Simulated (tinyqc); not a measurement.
Inside a calculation. Model: gas flow in a process chamber: flow regimes, conductance, effective pumping speed, pump-down, outgassing and purge. Computed by tinyqc, a small Python program that keeps every step. Command: `OMP_NUM_THREADS=1 python tinyqc.py 3121178 3121179 out.jsonl pump walk`. One thread of a shared host (Intel(R) Xeon(R) Processor @ 2.30GHz), about 0.06 s of CPU time with the checks. Intermediate numbers are printed to about 6 digits and carried at full precision; extremes and crossings named in words are read from the listed rows.

Ideal gas, isothermal flow, a pump of constant speed at the end of a round pipe; process gas, volume gas and outgassing are given the same properties. 1 sccm = 101325 Pa x 1e-6 m^3/60 s x T/273.15 K.

Inputs (values chosen for the exercise, modelled on hydrogen near room temperature):

| quantity | value | unit |
|---|---|---|
| molar mass M | 2.016 | g/mol |
| molecular diameter | 0.27 | nm |
| viscosity eta | 8.9 | micropascal s |
| temperature T | 300 | K |
| chamber volume V | 27 | L |
| wall area | 1.2 | m^2 |
| pipe diameter d | 6.3 | cm |
| pipe length l | 57 | cm |
| pump speed S | 98 | L/s |
| process gas flow | 100 | sccm |
| outgassing rate after 1 h | 3.4e-06 | Pa m^3/(s m^2) |
| outgassing exponent n | 1 | - |
| starting pressure p0 | 1100 | Pa |
| target base pressure | 0.0005 | Pa |

Constants: k_B = 1.380649e-23 J/K; u = 1.6605390666e-27 kg.

## Molecular flow

Mean speed c = sqrt(8 k_B T/(pi m)); aperture conductance C_a = c pi d^2/16; molecular pipe C_m = C_a/(1 + 3 l/(4 d)) (Dushman form); viscous pipe C_v = pi d^4 p_mean/(128 eta l); Knudsen interpolation C = C_v + C_m (1 + x)/(1 + 1.24 x), x = d p_mean sqrt(m/(k_B T))/eta. Effective speed 1/S_eff = 1/S + 1/C_m; time constant V/S_eff; pressure at which the free path k_B T/(sqrt2 pi d_m^2 p) equals d.

mean speed c = 1775.02 m/s

C_a = 1383.29 L/s

C_m = 177.670 L/s

S_eff in molecular flow = 63.1613 L/s

time constant = 0.427477 s

pressure where the free path equals d = 0.202989 Pa

The pipe passes on 64 % of the pump speed.

## Process pressure

Steady flow: the pump inlet is at p_2 = Q/S, and the chamber pressure p_1 solves Q = C((p_1 + p_2)/2) (p_1 - p_2). Residence time = p_1 V/Q. Knudsen number = free path at the mean pressure over d.

throughput Q = 185.475 Pa L/s

p_2 = 1.89260 Pa

chamber pressure p_1 = 2.48697 Pa

conductance C = 312.057 L/s

residence time = 0.362033 s

Knudsen number = 0.0926980

The flow in the pipe is transitional.

## Purging a well-mixed chamber

With steady flow a contaminant decays as exp(-t/residence time); gas used = flow x time.

time to dilute 1e3 times = 2.50083 s

time to dilute 1e6 times = 5.00167 s

gas used for 1e6 = 8.33612 standard cm^3

## Pump-down curve

Pump-down: V dp/dt = -S_eff(p) p + q(t) A, with S_eff = S p_2/p, where p_2 solves C((p + p_2)/2) (p - p_2) = S p_2 at each moment, and q(t) = q_1 (1 h/(t + 10 s))^n; integrated adaptively. At long times p = q(t) A/S_eff. S_eff(p) is tabulated at 260 pressures and interpolated in ln p. Comparison columns: p0 exp(-t/time constant) with the molecular S_eff (0 below 1e-26 p0), and the outgassing limit.

Pressure against time:

| t (s) | p (Pa) | S_eff (L/s) | volume gas only (Pa) | outgassing limit (Pa) |
|---|---|---|---|---|
| 0.3 | 3.71109e+02 | 97.6624 | 5.45266e+02 | 2.25774e-02 |
| 1 | 3.03931e+01 | 94.1773 | 1.06034e+02 | 2.11407e-02 |
| 3 | 1.49568e-01 | 62.1797 | 9.85254e-01 | 1.78883e-02 |
| 10 | 1.19305e-02 | 62.9422 | 7.61923e-08 | 1.16274e-02 |
| 30 | 5.88802e-03 | 63.0477 | 0 | 5.81369e-03 |
| 100 | 2.12378e-03 | 63.1190 | 0 | 2.11407e-03 |
| 300 | 7.51371e-04 | 63.1461 | 0 | 7.50153e-04 |
| 1000 | 2.30360e-04 | 63.1566 | 0 | 2.30245e-04 |
| 3600 | 6.44265e-05 | 63.1600 | 0 | 6.44176e-05 |
| 20000 | 1.16219e-05 | 63.1611 | 0 | 1.16216e-05 |
| 100000 | 2.32525e-06 | 63.1612 | 0 | 2.32524e-06 |

From t = 10 s on the pressure is within 20 % of the outgassing limit, which falls only as (t + 10 s)^-1: walls, not volume, set the time to base pressure. Early on viscous flow raises S_eff to 97.7 L/s, 1.5 times its molecular value.

## Time to base pressure

From the outgassing limit: t = 1 h x (q_1 A/(S_eff p_target))^(1/n) - 10 s; monolayer time at the target = 1e19 m^-2 x 4 k_B T/(p c) for unit sticking.

time to the target = 0.126415 h

monolayer time = 0.186678 s

Checks made by the program: throughput from C and the pressure drop (relative difference below 1e-10).
